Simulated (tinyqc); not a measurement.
Ways to converge the cycle: SCF convergence aids in the cc-pvdz basis, for H2, spin multiplicity 3. Computed by the program tinyqc with PySCF. 

Geometry (angstrom):
```
atom       x       y       z
H     0.0000  0.0000  0.0000
H     0.0000  0.0000  0.9250
```

lowest solution found by these runs and by PySCF with stability checks = -0.849537 hartree

UHF with one setting changed at a time; a run stops when the energy changes by less than 1e-09 hartree and the error matrix is below 1e-5. The start is the core Hamiltonian. Damping d keeps d of the old density; a shift (hartree) raises the virtual levels; DIIS n extrapolates F over n matrices.

Largest element of the error matrix X^T (FDS - SDF) X:
```
iteration    plain  damping 0.3  damping 0.6  shift 0.4   DIIS 3   DIIS 8
1          6.5e-02      6.5e-02      6.5e-02    6.5e-02  6.5e-02  6.5e-02
2          2.0e-02      3.4e-02      4.7e-02    3.4e-02  2.0e-02  2.0e-02
3          6.3e-03      1.8e-02      3.4e-02    1.7e-02  2.5e-03  2.5e-03
4          2.0e-03      9.1e-03      2.5e-02    8.8e-03  2.7e-04  2.7e-04
5          6.5e-04      4.7e-03      1.8e-02    4.5e-03  8.6e-05  3.0e-05
6          2.1e-04      2.5e-03      1.3e-02    2.3e-03  1.9e-06  6.9e-07
8          2.6e-05      6.7e-04      6.9e-03    6.2e-04        -        -
10         4.1e-06      1.9e-04      3.6e-03    1.7e-04        -        -
14               -      1.5e-05      1.0e-03    1.7e-05        -        -
20               -            -      1.5e-04          -        -        -
30               -            -      6.8e-06          -        -        -
```

How each run ends:
```
run          iterations  E (hartree)         state
plain                10     -0.84954  lowest found
damping 0.3          17     -0.84954  lowest found
damping 0.6          35     -0.84954  lowest found
shift 0.4            16     -0.84954  lowest found
DIIS 3                7     -0.84954  lowest found
DIIS 8                7     -0.84954  lowest found
```

6 of 6 runs reach the lowest solution found, in 7 to 35 iterations (fastest: DIIS 3, DIIS 8). Plain steps already contract here, so damping only slows them. DIIS 3 and DIIS 8 gain by cancelling the error over several earlier matrices, much as a quasi-Newton step does.
